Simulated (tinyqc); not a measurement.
What moves the results: density of states of one tight-binding band on the simple cubic lattice. A value that a table varies takes the place of the one given here.

E(k) = -2 t (c1 + c2 + c3) - 4 t2 (c1 c2 + c2 c3 + c3 c1) with ci = cos(2 pi ki); k in fractions of the reciprocal vectors, mesh k_i = j/N with j = 0 .. N-1. Densities are per cell and per spin, so the band holds one state.

Each cube of the mesh, corners numbered 0 to 7 as the binary number (i j l), is cut into six tetrahedra around the diagonal 0-7: 0137, 0157, 0237, 0267, 0457, 0467. For corner energies e1 <= e2 <= e3 <= e4 and eij = ei - ej, the share of the tetrahedron below E is n = (E - e1)^3/(e21 e31 e41) for e1 < E < e2; n = [e21^2 + 3 e21 x + 3 x^2 - (e31 + e42) x^3/(e32 e42)]/(e31 e41) with x = E - e2 for e2 < E < e3; n = 1 - (e4 - E)^3/(e41 e42 e43) for e3 < E < e4; its density of states is g = dn/dE.

Gaussian broadening: g(E) = mean over the mesh of exp(-(E - E_k)^2/(2 sigma^2))/(sigma sqrt(2 pi)), n(E) = mean of erfc((E_k - E)/(sigma sqrt 2))/2.

Parameters, chosen for this exercise:
- t = 1.8 eV (nearest hopping)
- t2 = -0.29 eV (second hopping)
- N2 = 8 (mesh points along each axis in this comparison)
- sigma = 0.36 eV (Gaussian width)
- E = 0.77 eV (energy at which the density is wanted)

## Three ways to the same curve

N = N2 here; the reference is the linear method with N = 36.

g(E) (1/eV):
```
E (eV)  reference  linear tetrahedra  Gaussian, sigma  Gaussian, sigma/4  reference n(E)
-5.356      0.069              0.065            0.076              0.199           0.086
-3.392      0.094              0.100            0.089              0.010           0.269
-1.428      0.083              0.088            0.051              0.001           0.442
0.535       0.076              0.078            0.070              0.054           0.598
2.499       0.065              0.068            0.094              0.203           0.743
4.463       0.037              0.037            0.011              0.000           0.836
6.426       0.026              0.026            0.023              0.000           0.897
8.390       0.018              0.018            0.013              0.049           0.940
10.353      0.013              0.012            0.008              0.000           0.970
12.317      0.008              0.006            0.011              0.002           0.990
```

What can be read from the table?

Root-mean-square errors against the reference: 0.0031 for linear tetrahedra, 0.0165 for sigma and 0.0729 for sigma/4. The narrow Gaussian is worse than the wide one, because it resolves the separate mesh levels. The reference is highest at -3.392 eV of the energies listed, and half filling lies between -1.428 and 0.535 eV.

## Convergence with the mesh

At the energy E; the plain count is the share of mesh points below E; the reference is the linear method with N = 36.

Results:
```
N   points  g linear  n linear  g Gaussian  n Gaussian  n plain count
4       64    0.0934    0.6241      0.0141      0.6542         0.6562
6      216    0.0855    0.6155      0.0726      0.5934         0.6111
8      512    0.0776    0.6160      0.0419      0.6302         0.6367
12    1728    0.0780    0.6158      0.0863      0.6098         0.5891
16    4096    0.0765    0.6159      0.0687      0.6151         0.6050
20    8000    0.0759    0.6158      0.0801      0.6158         0.6138
```

reference n and g: 0.6158  0.0757

What can be read from the table?

The linear n(E) stays within 0.002 of the reference from N = 6 on. The Gaussian g still moves by more than 1 % between the last two meshes. At the last mesh it lies +0.004 1/eV from the reference g and the linear g 0.000. The plain count errs by -0.0020 at the last mesh.

## Critical points

The gradient vanishes at these points by symmetry; the signs of the eigenvalues of the second-derivative matrix give the type.

Critical points:
```
point                k   E (eV)  positive  negative     type
Gamma        (0, 0, 0)  -7.3200         3         0  minimum
X          (0.5, 0, 0)  -4.7600         2         1   saddle
M        (0.5, 0.5, 0)   2.4400         1         2   saddle
R      (0.5, 0.5, 0.5)  14.2800         0         3  maximum
```

How do the results move?

Gamma is a minimum at -7.320 eV: its contribution to g starts as a square root. X is a saddle at -4.760 eV: g has a square-root kink there. M is a saddle at 2.440 eV: g has a square-root kink there. R is a maximum at 14.280 eV: its contribution to g ends as a square root.

## What moves the count of states

Linear method and Gaussian sum with N = 14. Each row changes one parameter from the base and keeps the others.

Results:
```
case             n linear  g linear (1/eV)  n Gaussian  g Gaussian (1/eV)
base               0.6158           0.0765      0.6139             0.0688
t = 1.98 eV        0.6057           0.0702      0.6055             0.0605
E = 0.95 eV        0.6295           0.0761      0.6266             0.0733
sigma = 0.72 eV    0.6158           0.0765      0.6148             0.0754
t2 = -0.2 eV       0.5996           0.0782      0.6007             0.0698
```

What can be read from the table?

The largest shifts from the base row, up to three for each result and ties (the steps differ in size, so this ranks the rows, not the parameters). n linear: t2 -0.0162, E +0.0137, t -0.0101; unchanged at the printed digits by sigma. g linear (1/eV): t -0.0063, t2 +0.0017, E -0.0005; unchanged at the printed digits by sigma. n Gaussian: t2 -0.0132, E +0.0127, t -0.0084. g Gaussian (1/eV): t -0.0083, sigma +0.0066, E +0.0045.

Program tinyqc; command `OMP_NUM_THREADS=1 python tinyqc.py 1681492 1681493 out.jsonl`; about 0.2 s on one thread of a shared Intel(R) Xeon(R) Processor @ 2.30GHz.
